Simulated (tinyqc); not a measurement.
Configuration-coordinate model of a defect: Huang-Rhys factor and luminescence line shape: one step, computed by the program tinyqc.

Ground state E_g(Q) = (1/2) omega_g^2 Q^2; excited state E_e(Q) = E_0 + (1/2) omega_e^2 (Q - dQ)^2 with E_0 = E_ZPL - (hbar omega_e - hbar omega_g)/2. Q is mass-weighted; the dipole does not depend on Q (Condon approximation).

Problem. Crossing, radiative lifetime and thermal quenching. The curves cross at the root Q_c nearest dQ; the barrier is (1/2) omega_e^2 (Q_c - dQ)^2, with (1/2) omega^2 = (hbar omega)^2/(2 hbar^2/u). k_r = n_r omega^3 mu^2/(3 pi eps_0 hbar c^3) at the vertical emission energy, without local-field correction; k_nr = nu_0 exp(-barrier/k_B T) (Mott-Seitz); yield = k_r/(k_r + k_nr); T_1/2 = barrier/(k_B ln(nu_0/k_r)).

Inputs (values chosen for the exercise, for a model defect in a wide-gap host):

| quantity | value | unit |
|---|---|---|
| zero-phonon energy E_ZPL | 3.18 | eV |
| displacement dQ | 0.39 | u^(1/2) angstrom |
| ground-state phonon hbar omega_g | 46.8 | meV |
| excited-state phonon hbar omega_e | 36.9 | meV |
| temperature T | 4 | K |
| refractive index n_r | 2.3 | - |
| transition dipole mu | 1.5 | e angstrom |
| quenching prefactor nu_0 | 9e+11 | 1/s |

Modes: different frequencies.

vertical emission energy = 3.145103 eV

Constants: hbar^2/u = 4.18015928e-03 eV angstrom^2; hbar = 6.582119569e-16 eV s; e = 1.602176634e-19 C; eps_0 = 8.8541878128e-12 F/m; hbar = 1.054571817e-34 J s; c = 299792458 m/s; k_B = 8.617333262e-05 eV/K.

Give: Q_c; classical barrier; radiative lifetime; luminescence yield; quenching temperature T_1/2.

Solution.

Q_c = 5.086 u^(1/2) angstrom

classical barrier = 3.591 eV

radiative lifetime = 1.636 ns

luminescence yield = 1

quenching temperature T_1/2 = 5713 K

The barrier is so high that this route does not halve the yield below 1000 K. Caution: the curves cross far outside the range of the harmonic model, so the barrier and T_1/2 have no quantitative meaning.
